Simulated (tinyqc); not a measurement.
# Modulation-doped quantum well, Poisson-Schroedinger loop, step by step

Program tinyqc, `OMP_NUM_THREADS=1 python tinyqc.py 2140062 2140063 out.jsonl`; Intel Xeon 2.30GHz, shared host, one thread, about 0.1 s. Printed values are rounded.

A well of width L centred at z = 0 between barriers Vb; effective-mass electrons, parabolic bands. The electrons come from donor sheets outside the mesh, a share fL of Ns on the left and the rest on the right, so the structure is neutral. Energies are counted from the band edge of the well, with U = 0 on the first node in the Hartree part.

Parameters, values chosen for the exercise; material values those of a made-up well:
- T = 77 K (temperature)
- md = 0.0439 m0 (in-plane mass)
- Vb = 0.49 eV (barrier height)
- eps_r = 12.3 (relative permittivity (all layers))
- L = 9.9 nm (well width)
- hz = 0.9 nm (mesh step)
- Ns = 1.5e12 cm^-2 (sheet density of electrons)
- fL = 0.5 (share of the donors on the left side)
- Fz = -36 kV/cm (applied field along z)
- a = 1 (mixing factor)

Constants: q = 1.602176634e-19 C, kB = 1.380649e-23 J/K, hbar = 1.054571817e-34 J s, m0 = 9.1093837015e-31 kg, Vt = kB T/q, eps0 = 8.8541878128e-14 F/cm where lengths are in cm, hbar^2/(2 m0) = 0.0380998212 eV nm^2. Results are converted to the units shown.

Range of the model: The Fermi level lies more than 0.15 eV above the band edge, where non-parabolicity matters for so light a mass.

## Fixed part of the potential

z, node 1 to 17 (nm): [-7.2, -6.3, -5.4, -4.5, -3.6, -2.7, -1.8, -0.9, 0, 0.9, 1.8, 2.7, 3.6, 4.5, 5.4, 6.3, 7.2]

V0 = 0 in the well and Vb outside, plus q Fz z (1 kV/cm = 1e-4 eV/nm).

fixed potential V0, node 1 to 17 (eV): [0.515920, 0.512680, 0.509440, 0.016200, 0.012960, 0.009720, 0.006480, 0.003240, 0.000000, -0.003240, -0.006480, -0.009720, -0.012960, -0.016200, 0.470560, 0.467320, 0.464080]

## Round 1: levels and probability densities

self-consistent potential U at the start, node 1 to 17 (eV): [0, 0, 0, 0, 0, 0, 0, 0, 0, 0, 0, 0, 0, 0, 0, 0, 0]
mass on the intervals 1/2, 3/2, ... (mean of both at an interface) (m0): [0.0701, 0.0701, 0.0701, 0.05425, 0.0384, 0.0384, 0.0384, 0.0384, 0.0384, 0.0384, 0.0384, 0.0384, 0.0384, 0.0384, 0.05425, 0.0701, 0.0701, 0.0701]

Tridiagonal Hamiltonian with psi = 0 one step beyond both ends: H_ii = C (1/m_(i-1/2) + 1/m_(i+1/2))/hz^2 + V0_i + U_i, H_(i,i+1) = -C/(m_(i+1/2) hz^2), C = hbar^2/(2 m0). The lowest 2 level(s) are kept, normalised to hz sum |psi|^2 = 1.

levels (eV): E1 0.049632, E2 0.204881

```
node  |psi|^2 of E1 (1/nm)  |psi|^2 of E2 (1/nm)
1                 0.000219              0.001468
2                 0.001589              0.008907
3                 0.008543              0.037536
4                 0.033173              0.114713
5                 0.057916              0.151417
6                 0.085251              0.143327
7                 0.111411              0.094697
8                 0.132372              0.034980
9                 0.144474              0.001263
10                0.145133              0.014858
11                0.133507              0.066881
12                0.110936              0.122999
13                0.081006              0.145440
14                0.049115              0.118472
15                0.013407              0.041584
16                0.002671              0.010693
17                0.000390              0.001878
```

## Round 1: Fermi level and occupations

Level k holds N_k = D_k Vt ln(1 + exp((EF - E_k)/Vt)) with D = md m0 q/(pi hbar^2) per eV (spin included); EF is fixed by sum N_k = Ns.

EF = 0.131428 eV
N_k (cm^-2): E1 1.50000e12, E2 1.89470e6

## Round 1: density, output potential and mixing

n_i = sum_k N_k |psi_k|^2 (converted to cm^-3). Hartree part by Gauss: on the interval after node i the enclosed sheet charge is S_i = fL Ns - hz sum_(j<=i) n_j, and U_(i+1) = U_i + q S_i hz/(eps0 eps_r) in eV, U_1 = 0. Mixing: U(new) = U + a (U(out) - U).

```
node  n (1e18 cm^-3)  U(out) (eV)  U after round 1 (eV)
1            0.00328    0.0000000             0.0000000
2            0.02383    0.0099263             0.0099263
3            0.12815    0.0198243             0.0198243
4            0.49759    0.0295695             0.0295695
5            0.86875    0.0387218             0.0387218
6            1.27876    0.0468389             0.0468389
7            1.67116    0.0534322             0.0534322
8            1.98558    0.0580340             0.0580340
9            2.16710    0.0602698             0.0602698
10           2.17699    0.0599232             0.0599232
11           2.00260    0.0569824             0.0569824
12           1.66403    0.0516553             0.0516553
13           1.21509    0.0443452             0.0443452
14           0.73672    0.0355872             0.0355872
15           0.20111    0.0259513             0.0259513
16           0.04006    0.0160758             0.0160758
17           0.00585    0.0061525             0.0061525
```

## Course of the self-consistent loop

Start from U = 0. Stop when the largest |U(out) - U| is below 1e-7 eV, or after 120 rounds.

Course of the iteration:
```
round  level E1 (eV)   EF (eV)  largest |U(out) - U| (eV)
1          0.0496321  0.131428                     0.0603
2           0.101162  0.182957                    1.15e-3
3           0.100334  0.182129                    1.79e-4
4           0.100437  0.182232                    4.33e-5
5           0.100415  0.182210                    1.05e-5
6           0.100420  0.182215                    2.55e-6
7           0.100419  0.182214                    6.18e-7
8           0.100419  0.182214                    1.50e-7
9           0.100419  0.182214                    3.64e-8
```

Converged in 9 rounds. Towards the end the residual shrinks by a factor of about 0.24 a round.

## Converged levels, occupations and centroid

converged U, node 1 to 17 (eV): [0.0000000, 0.0099251, 0.0198145, 0.0295242, 0.0385681, 0.0464950, 0.0528453, 0.0572100, 0.0592787, 0.0588762, 0.0559900, 0.0507865, 0.0436080, 0.0349404, 0.0253401, 0.0154744, 0.0055528]

Solve for the levels with V0 + U, find EF, n_i = sum_k N_k |psi_k|^2 (in cm^-3); share of each level N_k/Ns; centroid sum n z/sum n.

levels (eV): E1 0.100419, E2 0.246414
EF = 0.182214 eV
shares (%): E1 99.9995, E2 0.0005
n, node 1 to 17 (in units of 1e18 cm^-3): [0.00435, 0.02988, 0.15090, 0.55867, 0.93736, 1.32309, 1.66624, 1.92682, 2.07382, 2.08423, 1.94468, 1.65737, 1.24966, 0.78270, 0.22272, 0.04696, 0.00722]
centroid = 0.251632 nm

With 400 intervals across the well and the same walls, E2 - E1 = 150.4 meV and EF - E1 = 81.80 meV; this mesh gives 146.0 and 81.80 meV.
